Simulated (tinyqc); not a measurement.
Electrons shared among three sets of ellipsoidal valleys, step by step. Values are carried at full precision from step to step, so a last printed digit may differ when a step is redone from the rounded ones.

Constants: hbar^2/2m0 = 3.80998211 eV angstrom^2; kB = 8.617333262e-05 eV/K.

Values chosen for the exercise (masses and offsets near those of GaP; mobilities are free inputs, held fixed; the results hold for these values, not for the real material): ml = (2.034, 1.2, 0.133) m0 (longitudinal masses of X, L, Gamma); mt = (0.2598, 0.1514, 0.133) m0 (transverse masses); M = (3, 4, 1) (valleys in each set); T = 300 K; dE = (0, 0.371, 0.479) eV (edges of X, L, Gamma above the first); n = 1.2e+17 1/cm^3 (total electron density); mu = (250, 370, 1400) cm^2/(V s) (mobility of each set).

## Masses of each set

One valley: m_d = (ml mt^2)^(1/3). Whole set: m_de = M^(2/3) m_d. Mean over three axes: 1/m_c = (1/ml + 2/mt)/3. Anisotropy K = ml/mt.

m_d, m_de, m_c (m0) and K of each set:
```
set,m_d,m_de,m_c,K
X,0.5159,1.0731,0.3663,7.83
L,0.3019,0.7606,0.2136,7.93
Gamma,0.1330,0.1330,0.1330,1.00
```

m_de/m_c is 2.93 for X, 3.56 for L, 1.00 for Gamma: many anisotropic valleys give many states at a light conductivity mass. m_c is the mean over three axes; a set that holds only some of the equivalent valleys conducts with a mass that depends on direction.

## Effective densities of states

N_i = M_i times N = 2 (m kB T/(4 pi c))^(3/2) with c = hbar^2/2m0, in 1/angstrom^3; times 1e24 for 1/cm^3, with m = (ml mt^2)^(1/3).

kT = 0.025852 eV

N_i (1/cm^3): X 2.7894e+19, L 1.6647e+19, Gamma 1.2172e+18

## Fermi level and populations

F_j(eta) = (1/Gamma(j + 1)) integral_0^infinity x^j dx/(1 + exp(x - eta)), which tends to exp(eta) for eta << 0.

Solve n = sum_i N_i F_1/2((EF - dE_i)/kT), energies from the edge of the first set.

EF = -0.1408 eV

eta_i: X -5.45, L -19.80, Gamma -23.98

n_i (1/cm^3): X 1.20e+17, L 4.20e+10, Gamma 4.71e+07

shares: X 1.0000, L 0.0000, Gamma 0.0000

X holds most electrons (100.0 %). Boltzmann weights N_i exp(-dE_i/kT) would give L a share of 0.0000.

## Drift and Hall mobility of the mixture

With f_i the shares, mu_drift = sum f_i mu_i; low-field Hall mobility mu_H = sum f_i mu_i^2/mu_drift (scattering and anisotropy factors set to 1); the Hall density is n mu_drift/mu_H; rho = 1/(e n mu_drift), e = 1.602176634e-19 C.

mu_drift = 250 cm^2/(V s)
mu_H = 250 cm^2/(V s)
Hall density = 1.20e+17 1/cm^3
rho = 0.208 ohm cm

A Hall measurement would read 100.0 % of the true density.

## Checks

- Share of L at n = 1e10 1/cm^3 against the Boltzmann weight: both 3.494e-07.

Program tinyqc; command `OMP_NUM_THREADS=1 python tinyqc.py 1680276 1680277 out.jsonl`; about 0.03 s on one thread of a shared Intel(R) Xeon(R) Processor @ 2.30GHz.
